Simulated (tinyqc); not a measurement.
# Elastic trap-assisted tunnelling through a dielectric: effects of single changes

Emitter at x = 0 (Fermi level 0), collector at x = t (Fermi level -V), band edge U(x) = phi - F x, F = V/t. A trap at x has the energy E = U(x) - Et. With G(u) = (4/(3 F)) sqrt(mo/C) max(u, 0)^1.5, C = hbar^2/(2 m0): S1 = G(phi - E) - G(Et), S2 = G(Et) - G(phi - V - E), T1,2 = exp(-S1,2). The steady rate through one trap is nu T1 T2 (f1 - f2)/(T1 + T2), f1 = f(E), f2 = f(E + V), f(y) = 1/(1 + exp(y/Vt)); both contacts offer states at E.

Parameters, values chosen for the exercise; dielectric values close to those of silicon dioxide:
```
symbol   value   unit                                           meaning
T          350      K                                       temperature
phi       3.05     eV             barrier above the emitter Fermi level
mo        0.52     m0                                   tunnelling mass
t          3.5     nm                                         thickness
Et         2.3     eV  trap depth below the band edge of the dielectric
Nt      9.4e18  cm^-3                                      trap density
nu        1e14    1/s                                 attempt frequency
V         2.91      V                                           voltage
```

Constants: q = 1.602176634e-19 C, kB = 1.380649e-23 J/K, hbar = 1.054571817e-34 J s, m0 = 9.1093837015e-31 kg, Vt = kB T/q, hbar^2/(2 m0) = 0.0380998212 eV nm^2. Results are converted to the units shown.

Each table varies one quantity; the others keep the values above.

## Effect of the trap depth

J = q Nt times the integral of the rate over x. Direct S = (4/(3 F)) sqrt(mo/C) [phi^1.5 - max(phi - V, 0)^1.5].

The same in every row: direct S = 31.2.

Effect of the trap depth:
```
Et (eV),J (A/cm^2),x of the peak over t,larger S there
1.37,4.49e-4,0.579,22.1
1.62,0.00678,0.493,19.4
1.87,0.0989,0.410,16.6
2.12,0.125,0.381,17.2
2.36,0.0331,0.401,18.6
2.61,0.00793,0.414,19.9
2.86,0.00218,0.424,21.0
3.11,6.76e-4,0.431,22.1
3.35,2.39e-4,0.437,23.0
```

Read the table: what changes, and by how much?

J goes from 4.49e-4 through a maximum of 0.125 (at Et = 2.12 eV among the rows listed) to 2.39e-4 A/cm^2. Shallow traps near the emitter lie above its Fermi level and stay empty, while deep traps face higher barriers, so a middle depth conducts best.

## Effect of the thickness at fixed voltage

Same model as above.

Effect of the thickness at fixed voltage:
```
t (nm),J (A/cm^2),x of the peak over t,larger S there,direct S
2.9,1.00,0.394,15.2,25.9
3.8,0.0102,0.398,19.8,33.9
4.7,1.01e-4,0.400,24.5,42.0
5.5,1.64e-6,0.402,28.6,49.1
6.4,1.59e-8,0.403,33.2,57.1
7.3,1.54e-10,0.404,37.9,65.2
8.1,2.49e-12,0.404,42.0,72.3
9,2.41e-14,0.405,46.6,80.4
```

J falls from 1.00 to 2.41e-14 A/cm^2, on average 2.23 decades a nanometre, against 3.88 for the direct exponent: trap-assisted leakage falls more slowly, so it gains on direct tunnelling as the layer thickens.

Range of the model: Phonon-assisted (inelastic) capture, chains of traps and a spread of trap depths are left out.

Computed by the program tinyqc: `OMP_NUM_THREADS=1 python tinyqc.py 2370074 2370075 out.jsonl`, one thread of a shared Intel Xeon 2.30GHz, about 0.04 s for the whole run.
